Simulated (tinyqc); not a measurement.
Decay across the direct gap: complex band structure along [001] in sp3s* tight binding.

For k = (0, 0, kz) the phase sums are g0 = cos(phi) and g3 = i sin(phi), phi = kz a/4, and the s, pz, s* orbitals of anion (a) and cation (c) decouple from px, py. With z = exp(i phi), H(z) = H0 + z T + T^T/z for any complex z. H0 is diagonal (Esa, Epa, Exa, Esc, Epc, Exc). The anion-cation block is B(z) = z U + W/z and the cation-anion block z W^T + U^T/z, where U has Vss/2 (s,s), Vsapc/2 (s,z), -Vscpa/2 (z,s), Vxx/2 (z,z), Vxapc/2 (s*,z), -Vpaxc/2 (z,s*), and W has the same values with the s-z and s*-z signs reversed. |z| = 1 is a band state, |z| < 1 decays along [001] as exp(-kappa d) over a distance d, kappa = -(4/a) ln|z|. No spin-orbit coupling.

Constants: hbar^2/2m0 = 3.80998211 eV angstrom^2.

Parameters, chosen for this exercise (out of a larger set: near a published set for InAs, fitted to gaps, whose masses and valley positions are rough (light masses up to twice too heavy); not measured data): p = (-9.573, 0.908, -2.703, 3.711, 7.451, 6.785, -5.643, 1.833, 4.469, 3.05, 5.471, 3.364, 3.896) eV (order Esa, Epa, Esc, Epc, Exa, Exc, Vss, Vxx, Vxy, Vsapc, Vscpa, Vxapc, Vpaxc); a = 6.061 angstrom (lattice constant).

Ev = 0.00210 eV
EG (direct gap) = 0.46616 eV

masses of this model, from the curvature at Gamma (m0): m_lh 0.03099, m_e 0.03336

kappa of the imaginary branch at Gamma against three formulas: parabolic from the valence edge, sqrt(m_lh E/c); parabolic from the conduction edge, sqrt(m_e (EG - E)/c); two-band (Franz), sqrt(m E (1 - E/EG)/c) with m = 2 m_lh m_e/(m_lh + m_e). E from Ev; c = hbar^2/2m0.

kappa (1/angstrom):

| E/EG | E (eV) | tight binding | parabolic, valence | parabolic, conduction | two-band |
|---|---|---|---|---|---|
| 0.05 | 0.0233 | 0.0134 | 0.0138 | 0.0623 | 0.0137 |
| 0.15 | 0.0699 | 0.0221 | 0.0238 | 0.0589 | 0.0224 |
| 0.25 | 0.1165 | 0.0269 | 0.0308 | 0.0553 | 0.0272 |
| 0.35 | 0.1632 | 0.0297 | 0.0364 | 0.0515 | 0.0299 |
| 0.50 | 0.2331 | 0.0313 | 0.0435 | 0.0452 | 0.0314 |
| 0.65 | 0.3030 | 0.0300 | 0.0496 | 0.0378 | 0.0299 |
| 0.85 | 0.3962 | 0.0227 | 0.0568 | 0.0247 | 0.0224 |
| 0.95 | 0.4429 | 0.0139 | 0.0600 | 0.0143 | 0.0137 |

Give the missing row, E/EG = 0.75, E (eV) = 0.3496.

Computed row:
```
E/EG  E (eV)  tight binding  parabolic, valence  parabolic, conduction  two-band
0.75  0.3496         0.0274              0.0533                 0.0319    0.0272
```

The branch joins the light-hole and conduction bands and peaks, among these rows, at E/EG = 0.50 with kappa = 0.0313 1/angstrom. At mid-gap the parabola from the conduction edge is +44 % off and the two-band form +0.1 %; over 5 nm the parabola would misstate exp(-2 kappa d) by a factor 4.

Computed by tinyqc, a small Python program: `OMP_NUM_THREADS=1 python tinyqc.py 1451831 1451832 out.jsonl` (the numbers bound the seed that draws the inputs); one thread of a shared host (Intel(R) Xeon(R) Processor @ 2.30GHz), about 0.02 s for the whole set of steps.
